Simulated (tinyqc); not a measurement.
Hueckel theory of the pi electrons with the omega technique, for the molecule Fc1cc2ccccc2[nH]1 (SMILES; centres numbered as the heavy atoms are written), step by step. One step of it, computed by the program tinyqc.

Problem. Omega technique, round 2. h_r = h_r(0) + omega q_r, omega = 0.6, with q_r = z_r - P_rr.

Hueckel matrix in units of beta (H = alpha + beta A):
```
           1F        2C        3C        4C        5C        6C        7C        8C
1F   3.000000  0.700000  0.000000  0.000000  0.000000  0.000000  0.000000  0.000000
2C   0.700000  0.000000  1.000000  0.000000  0.000000  0.000000  0.000000  0.000000
3C   0.000000  1.000000  0.000000  1.000000  0.000000  0.000000  0.000000  0.000000
4C   0.000000  0.000000  1.000000  0.000000  1.000000  0.000000  0.000000  0.000000
5C   0.000000  0.000000  0.000000  1.000000  0.000000  1.000000  0.000000  0.000000
6C   0.000000  0.000000  0.000000  0.000000  1.000000  0.000000  1.000000  0.000000
7C   0.000000  0.000000  0.000000  0.000000  0.000000  1.000000  0.000000  1.000000
8C   0.000000  0.000000  0.000000  0.000000  0.000000  0.000000  1.000000  0.000000
9C   0.000000  0.000000  0.000000  1.000000  0.000000  0.000000  0.000000  1.000000
10N  0.000000  0.800000  0.000000  0.000000  0.000000  0.000000  0.000000  0.000000

           9C       10N
1F   0.000000  0.000000
2C   0.000000  0.800000
3C   0.000000  0.000000
4C   1.000000  0.000000
5C   0.000000  0.000000
6C   0.000000  0.000000
7C   0.000000  0.000000
8C   1.000000  0.000000
9C   0.000000  0.800000
10N  0.800000  1.500000
```

charge and bond-order matrix P:
```
            1F         2C         3C         4C         5C         6C         7C         8C
1F    1.971105   0.171021  -0.131978  -0.008134   0.044823  -0.005212  -0.039132   0.017430
2C    0.171021   0.981320   0.820552  -0.021794  -0.213305   0.030729   0.187105  -0.064156
3C   -0.131978   0.820552   1.110045   0.477245  -0.049874  -0.103093   0.057173   0.010565
4C   -0.008134  -0.021794   0.477245   1.037233   0.583242  -0.031951  -0.274875   0.040874
5C    0.044823  -0.213305  -0.049874   0.583242   1.022067   0.699703  -0.026783  -0.339476
6C   -0.005212   0.030729  -0.103093  -0.031951   0.699703   1.025951   0.635136  -0.028722
7C   -0.039132   0.187105   0.057173  -0.274875  -0.026783   0.635136   1.024371   0.686232
8C    0.017430  -0.064156   0.010565   0.040874  -0.339476  -0.028722   0.686232   1.028125
9C    0.047161  -0.263768  -0.081308   0.571667   0.037667  -0.288434  -0.023276   0.625871
10N  -0.064248   0.376140  -0.215168  -0.158393   0.048807   0.098515  -0.092039  -0.119622

            9C        10N
1F    0.047161  -0.064248
2C   -0.263768   0.376140
3C   -0.081308  -0.215168
4C    0.571667  -0.158393
5C    0.037667   0.048807
6C   -0.288434   0.098515
7C   -0.023276  -0.092039
8C    0.625871  -0.119622
9C    1.005899   0.343343
10N   0.343343   1.793884
```

Centres:
```
centre  z_r, pi electrons of the neutral centre         h
1F                                            2  3.000000
2C                                            1  0.000000
3C                                            1  0.000000
4C                                            1  0.000000
5C                                            1  0.000000
6C                                            1  0.000000
7C                                            1  0.000000
8C                                            1  0.000000
9C                                            1  0.000000
10N                                           2  1.500000
```

Give: matrix after round 2.

Solution.

matrix after round 2:
```
         1F      2C       3C       4C       5C       6C       7C       8C
1F   3.0173  0.7000   0.0000   0.0000   0.0000   0.0000   0.0000   0.0000
2C   0.7000  0.0112   1.0000   0.0000   0.0000   0.0000   0.0000   0.0000
3C   0.0000  1.0000  -0.0660   1.0000   0.0000   0.0000   0.0000   0.0000
4C   0.0000  0.0000   1.0000  -0.0223   1.0000   0.0000   0.0000   0.0000
5C   0.0000  0.0000   0.0000   1.0000  -0.0132   1.0000   0.0000   0.0000
6C   0.0000  0.0000   0.0000   0.0000   1.0000  -0.0156   1.0000   0.0000
7C   0.0000  0.0000   0.0000   0.0000   0.0000   1.0000  -0.0146   1.0000
8C   0.0000  0.0000   0.0000   0.0000   0.0000   0.0000   1.0000  -0.0169
9C   0.0000  0.0000   0.0000   1.0000   0.0000   0.0000   0.0000   1.0000
10N  0.0000  0.8000   0.0000   0.0000   0.0000   0.0000   0.0000   0.0000

          9C     10N
1F    0.0000  0.0000
2C    0.0000  0.8000
3C    0.0000  0.0000
4C    1.0000  0.0000
5C    0.0000  0.0000
6C    0.0000  0.0000
7C    0.0000  0.0000
8C    1.0000  0.0000
9C   -0.0035  0.8000
10N   0.8000  1.6237
```
